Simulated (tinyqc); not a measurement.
Born-von Karman spring model of a cubic crystal with one atom per cell: one step, computed by the program tinyqc.

First neighbours lie at a/2 (1,1,1) (8 of them), second at a (1,0,0) (6), with all permutations and signs; the volume per atom is Omega = a^3/2. Two shells of springs match a real metal only roughly, above all at the zone boundary.

Question. Frequencies and polarisations. Diagonalise D. An eigenvalue lambda of D in eV/(angstrom^2 u) gives nu = 15.6333042 THz x sqrt(lambda). Eigenvectors are columns, with the largest component positive; the longitudinal weight is (e.q)^2/q^2.

Inputs (values chosen for the exercise, modelled on iron).

Lattice: bcc.

wave vector q (2 pi/a): 0.2  0.31  0.17

D(q) (eV/(angstrom^2 u)):
```
           x          y          z
x  0.1110265  0.0643141  0.0258487
y  0.0643141  0.1344506  0.0523510
z  0.0258487  0.0523510  0.1050511
```

Constants: nu for 1 eV/(angstrom^2 u) = 15.6333042 THz.

Give: eigenvalues; frequencies; polarisation vectors; longitudinal weights.

Answer.

eigenvalues (eV/(angstrom^2 u)): 0.0512  0.0822  0.2172

frequencies (THz): 3.537  4.482  7.285

polarisation vectors:
```
    mode 1   mode 2  mode 3
x  -0.5822  -0.6078  0.5399
y   0.7047  -0.0461  0.7080
z  -0.4055   0.7927  0.4552
```

longitudinal weights: 0.0066  0.0000  0.9934

Mode 3 is the most longitudinal, with weight 0.99.
